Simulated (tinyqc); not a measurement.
# Changing the noise amplitude

Model: cluster expansion of a binary alloy: correlations, fit, cross-validation and ground states. Computed by tinyqc, a small Python program. Command: `OMP_NUM_THREADS=1 python tinyqc.py 3010496 3010497 out.jsonl clex sweep`. One thread of a shared host (Intel(R) Xeon(R) Processor @ 2.30GHz), about 0.1 s of CPU time with the checks.

s = +1 for A and -1 for B. Energy per site E = J0 + J1 P(point) + sum over clusters of m V P, with P the mean product of spins; V > 0 on a pair favours unlike neighbours. Clusters per site m: pair 1 6, pair 2 3, pair 3 12, triplet 8; the triplet is the triangle of first neighbours. Formation energies are counted from the line between pure A and pure B, which removes J0 and J1.

Inputs (values chosen for the exercise, for a model alloy): first-pair interaction V1 = 33.1 meV; second-pair interaction V2 = -18 meV; third-pair interaction V3 = 0.76 meV; triplet interaction Vt = -4.3 meV.

Lattice: fcc.

correlations P, counted on periodic cells, rows A, A3B L1_2, A3B D0_22, A3B (001) layers, A2B (001) layers, AB L1_0, AB L1_1, A2B2 (001) layers, AB2 (001) layers, AB3 L1_2, AB3 D0_22, AB3 (001) layers, B, columns point, pair 1, pair 2, pair 3, triplet:
```
[[1.000000, 1.000000, 1.000000, 1.000000, 1.000000],
 [0.500000, 0.000000, 1.000000, 0.000000, -0.500000],
 [0.500000, 0.000000, 0.666667, 0.333333, -0.500000],
 [0.500000, 0.333333, 0.666667, 0.000000, 0.500000],
 [0.333333, 0.111111, 0.555556, -0.333333, 0.333333],
 [0.000000, -0.333333, 1.000000, -0.333333, 0.000000],
 [0.000000, 0.000000, -1.000000, 0.000000, 0.000000],
 [0.000000, 0.333333, 0.333333, -0.333333, 0.000000],
 [-0.333333, 0.111111, 0.555556, -0.333333, -0.333333],
 [-0.500000, 0.000000, 1.000000, 0.000000, 0.500000],
 [-0.500000, 0.000000, 0.666667, 0.333333, 0.500000],
 [-0.500000, 0.333333, 0.666667, 0.000000, -0.500000],
 [-1.000000, 1.000000, 1.000000, 1.000000, -1.000000]]
```

standard normal numbers for the noise (0 for the pure ends): A 0.000, A3B L1_2 -0.025, A3B D0_22 -0.183, A3B (001) layers -0.616, A2B (001) layers 1.515, AB L1_0 0.456, AB L1_1 0.433, A2B2 (001) layers 0.076, AB2 (001) layers 1.448, AB3 L1_2 -1.904, AB3 D0_22 0.518, AB3 (001) layers -1.067, B 0.000

Method:
- Design matrix of formation energies: m (P - 1) for pairs and m (P(triplet) - P(point)) for the triplet; x = (1 - P(point))/2.
- Exact: X V with V = (V1, V2, V3, Vt). The data to fit add the noise amplitude times the normal numbers, standing for what the clusters leave out.
- Leave out pair 3: A = X^T X and b = X^T E (E being the data with noise) over these three columns; solve A V = b. The root-mean-square error runs over the structures between the pure ends.
- For each set, H = X (X^T X)^-1 X^T over the structures between the ends; residual e = E - H E; leave-one-out error e_i/(1 - H_ii); both as root mean squares.

One run for each value; columns: (1) noise amplitude (meV/site); (2) leave-one-out error without pair 3 (meV/site); (3) leave-one-out error with all four (meV/site); (4) root-mean-square error of the three-cluster fit (meV/site):
```
(1)       (2)     (3)     (4)
0.33    5.585   0.472   2.903
1.20    5.377   1.716   2.986
2.40    5.481   3.432   3.418
4.60    6.708   6.578   4.801
8.90   11.062  12.727   8.294
17.00  21.000  24.310  15.474
33.00  41.646  47.190  30.017
```

Give the missing row, noise amplitude (meV/site) = 0.64.

Computed row; columns: (1) noise amplitude (meV/site); (2) leave-one-out error without pair 3 (meV/site); (3) leave-one-out error with all four (meV/site); (4) root-mean-square error of the three-cluster fit (meV/site):
```
(1)     (2)    (3)    (4)
0.64  5.484  0.915  2.908
```

Interpolating between the two neighbouring rows (the first column on a logarithmic scale, the others too where they are positive) misses most in root-mean-square error of the three-cluster fit (meV/site), by 1.3 %. Over the rows, leave-one-out error without pair 3 (meV/site) goes from 5.58 through a minimum among these rows, 5.38 at 1.20, to 41.6; leave-one-out error with all four (meV/site) rises from 0.472 to 47.2 (exponent d ln y / d ln x about 1.00 throughout); root-mean-square error of the three-cluster fit (meV/site) rises from 2.90 to 30.0 (exponent d ln y / d ln x 0.0026 between the first rows and 1.00 between the last). With all four clusters the error is pure noise and scales with it. Leaving out pair 3 leaves a floor set by V3 once the noise is small enough, but predicts better from a noise of 8.9 meV on.

Extremes, crossings and ranges named in words are read from the listed rows.
